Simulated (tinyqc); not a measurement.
What moves the results: interface roughness in a thin film (subband fluctuation and scattering). A value that a table varies takes the place of the one given here.

Square well of width t, barriers V0, c = hbar^2/2m0: E1 solves k t + 2 atan[(k/mz)/(kappa/mb)] = pi, k = sqrt(mz E/c), kappa = sqrt(mb (V0 - E)/c). One interface is rough, so the subband edge fluctuates by G dt with G = |dE1/dt| (central difference of 0.01 angstrom; 2 E1/t for hard walls).

Gaussian roughness spectrum S(q) = pi D^2 Lc^2 exp(-q^2 Lc^2/4). Degenerate gas, taken to fill one subband (the second starts to fill once c kF^2/md exceeds E2 - E1, which is not tested here): kF = sqrt(2 pi Ns/gv), q = 2 kF sin(theta/2), 1/tau = (md/(2 pi c hbar)) G^2 times the integral from 0 to pi of S(q)(1 - cos theta)/eps(q)^2 dtheta, eps(q) = 1 + qs/q with screening (qs = gv md q0/(c eps), q0 = e^2/(4 pi eps0), form factors left out, which overstates the screening; other scattering is left out too, so these values lie far above measured mobilities in all but the thinnest films) or 1 without; mobility = tau c2/md with c2 = e/m0 = 1.75882e15 cm^2/(V s^2); 1e12/cm^2 = 1e-4/angstrom^2.

Constants: hbar^2/2m0 = 3.80998211 eV angstrom^2; hbar = 6.58211957e-16 eV s; e^2/(4 pi eps0) = 14.39964547 eV angstrom.

Values chosen for the exercise (near those of a thin GaN channel; shifted at random, so the results belong to these values and not to a real crystal): mz = 0.202 m0 (confinement mass); V0 = 1.8 eV (barrier); mb = 0.29 m0 (barrier mass); md = 0.203 m0 (mass in the plane); gv = 1 (valleys); D = 3.6 angstrom (rms height of the roughness); Lc = 56 angstrom (correlation length); Ns = 2.1 x 1e12/cm^2 (sheet density); eps = 9.9 (mean dielectric constant at the channel); ts = (29, 36, 44, 52, 65, 83, 109) angstrom (thicknesses); t = 52 angstrom (film thickness); Ll = (5, 10, 16, 25, 40, 65, 100) angstrom (correlation lengths).

## The sixth-power law

Screened mobility against thickness for the finite barrier and for hard walls.

Results:
```
t (angstrom)  E1 (meV)  G (meV/angstrom)  mobility (cm^2/(V s))  the same, hard walls
29               137.7             7.479               2.64e+03                   633
36                97.2             4.438               7.49e+03              2.32e+03
44                69.5             2.683               2.05e+04              7.73e+03
52                52.1             1.744               4.85e+04              2.11e+04
65                35.2             0.966               1.58e+05              8.03e+04
83                22.6             0.498               5.95e+05              3.48e+05
109               13.7             0.234               2.70e+06              1.79e+06
```

What can be read from the table?

With hard walls G goes as 1/t^3 and the mobility as t^6. With the finite barrier the local exponent is 4.83 at the thin end and 5.55 at the thick end, since the envelope leaks out and softens the dependence. The least value is 2.64e+03 cm^2/(V s). The gate field, which also presses carriers to the interface, is left out. Up to t = 36 angstrom G D exceeds half of EF - E1, where the Born rate fails.

## Correlation length

Fixed D; bare and screened mobility.

Results:
```
Lc (angstrom)  kF Lc  bare mobility (cm^2/(V s))  screened mobility (cm^2/(V s))
5               0.18                    7.09e+04                        3.64e+05
10              0.36                    1.91e+04                        9.84e+04
16              0.58                    8.67e+03                        4.53e+04
25              0.91                    5.02e+03                        2.71e+04
40              1.45                    4.48e+03                        2.72e+04
65              2.36                    7.80e+03                        7.28e+04
100             3.63                    1.38e+04                        2.50e+05
```

What does this show?

The bare mobility is lowest at Lc = 40 angstrom of those listed (kF Lc = 1.45). The screened mobility is lowest at Lc = 25 angstrom of those listed (kF Lc = 0.91). Short roughness averages out (mobility as 1/Lc^2; the first two rows give exponent -1.89), and long roughness deflects only by small angles (bare mobility rising as Lc; the last two rows give 1.32).

## What each parameter does

G, G D, and the screened mobility. Each row changes one parameter from the base and keeps the others.

Results:
```
case                   G (meV/angstrom)  G D (meV)  mobility (cm^2/(V s))
base                              1.744       6.28              4.853e+04
t = 48 angstrom                   2.147       7.73              3.203e+04
D = 4.68 angstrom                 1.744       8.16              2.872e+04
Lc = 64 angstrom                  1.744       6.28              6.962e+04
Ns = 3.36 x 1e12/cm^2             1.744       6.28              1.114e+05
mz = 0.232 m0                     1.596       5.75              5.793e+04
md = 0.233 m0                     1.744       6.28              4.376e+04
V0 = 1.26 eV                      1.617       5.82              5.643e+04
eps = 11.9                        1.744       6.28              3.908e+04
```

What does this show?

The largest shifts from the base row, up to three for each result and ties (the steps differ in size, so this ranks the rows, not the parameters). G (meV/angstrom): t +0.403, mz -0.148, V0 -0.127; unchanged at the printed digits by D, Lc, Ns, md and eps. G D (meV): D +1.88, t +1.45, mz -0.53; unchanged at the printed digits by Lc, Ns, md and eps. mobility (cm^2/(V s)): Ns +6.28e+04, Lc +2.11e+04, D -1.98e+04. In the base case G D is 0.25 times EF - E1 = 24.8 meV.

Computed by tinyqc, a small Python program: `OMP_NUM_THREADS=1 python tinyqc.py 1280636 1280637 out.jsonl` (the numbers bound the seed that draws the inputs); one thread of a shared host (Intel(R) Xeon(R) Processor @ 2.30GHz), about 0.01 s for the whole set of steps.
